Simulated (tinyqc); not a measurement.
From results back to parameters: effective work function and flat-band voltage of a metal/high-k/SiO2/Si stack with a dipole layer. Two cases, with inputs chosen for the exercise.

Problem. Three stacks with (t1, t2) = (8, 20), (30, 20) and (8, 60) angstrom have the flat-band voltages below. VFB = W0 - (chi + dEF) - 4 pi e2 [Q1 EOT + Q2 x2]/3.9 with x2 = t2 3.9/eps2, EOT = t1 + x2, e2 = e^2/4 pi eps0, 1 cm^-2 = 1e-16 angstrom^-2; W0 is the work function with the dipole step.

Constants: e^2/(4 pi eps0) = 14.39964547 eV angstrom.

Case 1.

Values chosen (out of a larger set: a stack on Si capped with an aluminium-like oxide; not measured data):
- chi = 4.056 eV (electron affinity of the channel)
- dEF = 0.121 eV (Ec - EF in the channel)
- eps = (3.9, 19.9) (their dielectric constants)

VFB (V): 0.7496075  0.6883625  0.7787052

Case 2.

Values chosen (out of a larger set: a stack on Si capped with an aluminium-like oxide; not measured data):
- chi = 4.047 eV (electron affinity of the channel)
- dEF = 0.558 eV (Ec - EF in the channel)
- eps = (3.9, 27.2) (their dielectric constants)

VFB (V): 0.3266422  0.3103102  0.2718246

Find: Q1; Q2; W0.

Solution. The first two stacks differ in t1 alone and give Q1; the first and third give Q1 + Q2; W0 follows from any of them.

Case 1.

Q1 = 6.0e+11 e/cm^2
Q2 = -1.4e+12 e/cm^2
W0 = 4.934 eV

Case 2.

Q1 = 1.6e+11 e/cm^2
Q2 = 1.9e+12 e/cm^2
W0 = 4.965 eV

Computed by tinyqc, one run a case: `OMP_NUM_THREADS=1 python tinyqc.py N N+1 out.jsonl` with N = 1881006, 1881012; one thread of a shared Intel(R) Xeon(R) Processor @ 2.30GHz, about 0.01 s a run at most.
